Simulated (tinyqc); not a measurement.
Solubility, supersaturation, precipitation and gettering of an impurity in a silicon-like host: one step, computed by the program tinyqc. Command: `OMP_NUM_THREADS=1 python tinyqc.py 3014090 3014091 out.jsonl ripen walk`. One thread of a shared host (Intel(R) Xeon(R) Processor @ 2.30GHz), about 0.01 s of CPU time with the checks.

The wafer was saturated at T1 and is then held at T.

Question. Denuded zone. Near a surface held at C_eq(T) the excess decays by out-diffusion over sqrt(D t) and by capture over L_s = sqrt(D tau_f) = (4 pi n r_f)^(-1/2); the shorter length sets the depth from which the surface draws.

Inputs (values chosen for the exercise, modelled on cobalt in silicon):
```
quantity                      value        unit
temperature of saturation T1   1325           K
anneal temperature T           1028           K
anneal time t                    18           s
wafer thickness w               625  micrometre
```

Gettering: relaxation gettering at sinks.

D(T) = 2.511495e-06 cm^2/s

tau_f = 3.819663 s

Give: sqrt(D t); capture length L_s; L_s/w.

Answer.

sqrt(D t) = 67.236 micrometre

capture length L_s = 30.973 micrometre

L_s/w = 0.049556

The sinks catch the impurity before it reaches a surface, except within L_s of it. Caution: the barrier to homogeneous nucleation is below 35 k_B T for these inputs, so new precipitates would form and outnumber the fixed sinks assumed here.
